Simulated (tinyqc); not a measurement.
# From one set of inputs to another, one input at a time

Model: quasi-harmonic thermal expansion with mode Grueneisen parameters. Computed by tinyqc, a small Python program. Command: `OMP_NUM_THREADS=1 python tinyqc.py 3008062 3008063 out.jsonl qha ladder`. One thread of a shared host (Intel(R) Xeon(R) Processor @ 2.30GHz), about 0.05 s of CPU time with the checks.

A crystal with two atoms a cell; per atom there are 1 transverse acoustic (TA), 1/2 longitudinal acoustic (LA) and 3/2 optical (O) modes. Every frequency of group i scales as nu_i (V/V0)^(-gamma_i). Each group has one frequency. Static energy: E = (9 V0 B0/16) [y^3 B' + y^2 (2 - 4 y)], y = (V0/V)^(2/3) - 1, with pressure P_s = (3 B0/2) (z^7 - z^5) [1 + (3/4)(B' - 4)(z^2 - 1)], z = (V0/V)^(1/3).

The inputs printed are set A. Set A is modelled on zinc selenide; the values taken over come from a set modelled on indium phosphide. Inputs not listed in the table keep their values of set A, so the rows need not describe a real material.

Inputs (values chosen for the exercise, modelled on zinc selenide):
```
quantity                       value             unit
static volume V0                22.8  angstrom^3/atom
static bulk modulus B0          63.7              GPa
static B'                       4.69                -
frequency nu_TA                 2.05              THz
frequency nu_LA                 5.04              THz
frequency nu_O                  6.48              THz
Grueneisen parameter gamma_TA   -1.3                -
Grueneisen parameter gamma_LA      1                -
Grueneisen parameter gamma_O     1.4                -
temperature T                    300                K
step factor f                    0.8                -
```

Acoustic groups: Einstein.

Constants: h x 1 THz = 4.135667696 meV; k_B = 8.617333262e-05 eV/K; 1 eV/angstrom^3 = 160.2176634 GPa.

Method:
- For a mode with x = h nu/(k_B T), n = 1/(exp(x) - 1): U = h nu (n + 1/2), C/k_B = x^2 n (n + 1); U_i and C_i sum these over group i with its weight per atom.
- Phonon pressure P_ph = sum_i gamma_i U_i/V.
- gamma_th = sum gamma_i C_i / sum C_i; volume expansion coefficient alpha_V = gamma_th C k_B/(B0 V0); linear coefficient alpha_V/3; first-order volume change P_ph/B0.
- Start at V0 and step V(new) = V [1 + f (P_s + P_ph)/B0]; stop when |P_s + P_ph| < 1e-8 GPa, after 60 steps, or when V leaves 0.7 to 1.3 V0.
- B_T = -V d(P_s + P_ph)/dV at fixed T (central difference, step 1e-4 V); alpha_V = sum gamma_i C_i k_B/(B_T V), all at V(T); the linear coefficient is alpha_L = alpha_V/3.
- C_P - C_V = alpha_V^2 B_T V T; the optical frequency is nu_O (V/V0)^(-gamma_O).

Each row keeps all changes above it:
```
input moved                    from    to  linear expansion coefficient (ppm/K)  isothermal bulk modulus B_T (GPa)  gamma_th at V0
set A                             -     -                                 3.550                              62.80           0.390
static bulk modulus B0 (GPa)   63.7    70                                 3.227                              69.10           0.390
static B'                      4.69   4.7                                 3.227                              69.10           0.390
Grueneisen parameter gamma_O    1.4   1.5                                 3.632                              69.00           0.439
Grueneisen parameter gamma_LA     1  0.87                                 3.450                              69.05           0.417
frequency nu_TA (THz)          2.05  2.08                                 3.451                              69.05           0.417
frequency nu_O (THz)           6.48  9.62                                 2.863                              69.01           0.362
temperature T (K)               300    30                                -1.568                              69.42          -1.249
```

Where does the difference come from?

Linear expansion coefficient goes from 3.55 to -1.57, -5.12 in all. The largest single move comes from temperature T (-4.43). Isothermal bulk modulus B_T goes from 62.8 to 69.4, a factor 1.11 in all. The largest single move comes from static bulk modulus B0 (a factor 1.10). gamma_th at V0 goes from 0.390 to -1.25, -1.64 in all. The largest single move comes from temperature T (-1.61). The single moves hold for this order of the switches; the total does not depend on the order.

Extremes, crossings and ranges named in words are read from the listed rows.
